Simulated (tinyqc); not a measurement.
# From ratio R back to oxide density

Model: X-ray photoelectron analysis of a thin oxide on a semiconductor: attenuation lengths, thickness, angle series and band offsets. Computed by tinyqc, a small Python program. Command: `OMP_NUM_THREADS=1 python tinyqc.py 3112272 3112273 out.jsonl xps inv`. One thread of a shared host (Intel(R) Xeon(R) Processor @ 2.30GHz), about 0.01 s of CPU time with the checks.

The same element is seen in the oxide and in the substrate, at nearly the same kinetic energy; films are flat and uniform, and the work function is ignored.

Inputs (values chosen for the exercise, modelled on SiO2 on silicon):
```
quantity,value,unit
photon energy,650,eV
binding energy of the core level,99.4,eV
oxide formula mass,60.08,g/mol
valence electrons per oxide formula,16,-
oxide gap,9.06,eV
substrate density,2.33,g/cm^3
substrate formula mass,28.09,g/mol
valence electrons per substrate formula,4,-
substrate gap,1.12,eV
oxide thickness d,0.67,nm
emission angle from the normal,30,degrees
attenuation length over inelastic mean free path,0.89,-
carbon overlayer,0.9,nm
```

Method:
- TPP-2M: lambda = E/(E_p^2 [b ln(c E) - C/E + D/E^2]) in angstrom, E_p = 28.8 sqrt(N_v rho/M), b = -0.10 + 0.944/sqrt(E_p^2 + E_g^2) + 0.069 rho^0.1, c = 0.191/sqrt(rho), U = N_v rho/M, C = 1.97 - 0.91 U, D = 53.4 - 20.8 U, with E = photon energy less binding energy in eV.
- Attenuation length L = factor x lambda.
- R_0 = (rho_o/M_o) L_o/((rho_s/M_s) L_s); peak ratio R = I_ox/I_sub = R_0 [exp(d/(L_o cos theta)) - 1]; hence d = L_o cos theta ln(1 + R/R_0). A carbon layer weakens both peaks alike, by exp(-d_C/(L_o cos theta)) if its L is taken equal to L_o. This R_0 leaves out intrinsic losses from the substrate peak, so calibrated values can be larger.

Task: A run gave the result below. Find the oxide density, known to lie between 1.5 and 3.8 g/cm^3.

ratio R = 0.3095819

Result:

Each step takes the trial c = (a f_b - b f_a)/(f_b - f_a), f being the result less the target and a, b, c the logarithms of the listed values; c replaces end b, the old b replaces a if the sign of f changed, and otherwise f_a is halved.

Scan of the range:
```
oxide density (g/cm^3),ratio R
1.50,0.213541
1.75,0.251148
2.04,0.295007
2.39,0.348284
2.79,0.409694
3.25,0.481148
3.80,0.568043
```

False position (Illinois rule, in the logarithm of the input) inside the bracket:
```
step,end a,end b,trial,ratio R
1,2.04000,2.39000,2.13031,0.308717
2,2.39000,2.13031,2.13567,0.309532
3,2.39000,2.13567,2.13629,0.309626
4,2.13567,2.13629,2.13600,0.309582
5,2.13629,2.13600,2.13600,0.309582
```

Ratio R rises at every point of a 13-point scan of the range (every second point is shown), so one value fits; it is bracketed by 2.04 and 2.39. Answer: oxide density = 2.136 g/cm^3.
